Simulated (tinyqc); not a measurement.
Double-gate transistor, scale length and short-channel effects: one step of the calculation.

A body of thickness ts between two insulators of thickness ti and two tied gates. Below threshold the potential that source and drain add obeys Laplace's equation and vanishes on the gate. Its lowest mode decays along the channel as exp(-k y); k is the smallest positive root of the matching condition at the interface, and the scale length is Lambda = pi/k.

Problem. Scan of the matching condition. f(k) = ei cos(k ti) cos(k ts/2) - eps_r sin(k ti) sin(k ts/2).

Values chosen for this exercise; permittivities: semiconductor made up, insulator close to that of aluminium oxide: relative permittivity of the semiconductor eps_r = 14.2; relative permittivity of the insulator ei = 8.76; insulator thickness ti = 2.1 nm; body thickness ts = 10.8 nm.

k, point 0 to 7 (1/nm): 0.035  0.07  0.105  0.14  0.175  0.21  0.245  0.28

Give: f(k).

Solution.

f(k), point 0 to 7: 8.385  7.286  5.542  3.277  0.653  -2.141  -4.904  -7.435

The first change of sign lies between k = 0.175 and 0.21 1/nm.

Program tinyqc, `OMP_NUM_THREADS=1 python tinyqc.py 2420140 2420141 out.jsonl`; Intel Xeon 2.30GHz, shared host, one thread, about 0.01 s.
